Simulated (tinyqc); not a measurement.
## Voltage drop against the factor on the load at the hot node

A grid of 17 by 17 nodes with segments Rx (rows) and Ry (columns); every node draws I1 and the central node kh I1; pads with resistance Rp sit at the nodes whose row and column are multiples of the pitch, counting from 0. The drops u = Vdd - V follow from G u = i, with G the conductance matrix and i the load currents, solved directly. Here the pitch is 8.

Values chosen for this exercise:
```
symbol,value,unit,meaning
Vdd,0.65,V,supply voltage
Rx,0.34,ohm,resistance of a horizontal segment
Ry,0.57,ohm,resistance of a vertical segment
Rp,0.065,ohm,resistance from a pad node to the supply
I1,0.11,mA,load current of a node in the large grid
```

Voltage drop against the factor on the load at the hot node:
```
kh	pads	worst drop (mV)	mean drop (mV)	largest drop at a pad (mV)	largest pad current (mA)	worst drop over Vdd (%)
1	9	1.416	1.187	0.3706	5.701	0.2179
2	9	1.418	1.189	0.3765	5.792	0.2181
5	9	1.423	1.193	0.3941	6.063	0.2189
10	9	1.431	1.199	0.4235	6.515	0.2202
20	9	1.448	1.212	0.4823	7.420	0.2228
50	9	1.500	1.250	0.6586	10.13	0.2307
100	9	1.593	1.314	0.9526	14.66	0.2450
```

The worst drop rises from 1.42 to 1.59 mV and the mean drop rises from 1.19 to 1.31 mV. The central node is itself a pad. The drops are linear in the loads, so the mean grows by 0.00128 mV for each unit of kh in every row.

Computed by the program tinyqc: `OMP_NUM_THREADS=1 python tinyqc.py 2770143 2770144 out.jsonl`, one thread of a shared Intel Xeon 2.30GHz, about 0.1 s for the whole run.
